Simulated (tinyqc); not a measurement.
Four-band model of biased bilayer graphene near K: one step. Levels and layer polarisation. Two cases, with inputs chosen for the exercise.

Problem. Diagonalise; the weight on layer 1 is that of A1 and B1.

Case 1.

H (eV):
```
                     A1                   B1                   A2                   B2
A1            -0.020000  -0.238458-0.127953i                    0                    0
B1  -0.238458+0.127953i            -0.020000             0.417000                    0
A2                    0             0.417000             0.020000  -0.238458-0.127953i
B2                    0                    0  -0.238458+0.127953i             0.020000
```

Case 2.

H (eV):
```
                     A1                   B1                   A2                   B2
A1            -0.150000   0.218155-0.074991i  -0.005454+0.001875i   0.014316+0.004921i
B1   0.218155+0.074991i            -0.150000             0.315000  -0.005454+0.001875i
A2  -0.005454-0.001875i             0.315000             0.150000   0.218155-0.074991i
B2   0.014316-0.004921i  -0.005454-0.001875i   0.218155+0.074991i             0.150000
```

Give: levels; weights; weight on layer 1.

Solution.

Case 1.

levels (eV): -0.5509  -0.1331  0.1331  0.5509

weights:
```
    band 1  band 2  band 3  band 4
A1   0.111   0.424   0.380   0.085
B1   0.426   0.074   0.122   0.378
A2   0.378   0.122   0.074   0.426
B2   0.085   0.380   0.424   0.111
```

weight on layer 1: 0.537  0.498  0.502  0.463

Band 2 has 50 % of its weight on layer 1, the layer of lower potential, and band 3 has 50 %; the dimer sites hold 20 % of band 3. The filled band leans to the upper layer here: at larger k the middle bands approach two displaced cones, each still mixed over both layers by g1, and the top filled one leans to the upper layer.

Case 2.

levels (eV): -0.4923  -0.1070  0.1146  0.4847

weights:
```
    band 1  band 2  band 3  band 4
A1   0.256   0.532   0.189   0.023
B1   0.538   0.013   0.276   0.174
A2   0.179   0.262   0.013   0.546
B2   0.027   0.193   0.523   0.256
```

weight on layer 1: 0.793  0.545  0.464  0.197

Band 2 has 55 % of its weight on layer 1, the layer of lower potential, and band 3 has 46 %; the dimer sites hold 29 % of band 3.

Computed by tinyqc, one run a case: `OMP_NUM_THREADS=1 python tinyqc.py N N+1 out.jsonl` with N = 1452563, 1452860; one thread of a shared Intel(R) Xeon(R) Processor @ 2.30GHz, about 0.06 s a run at most.
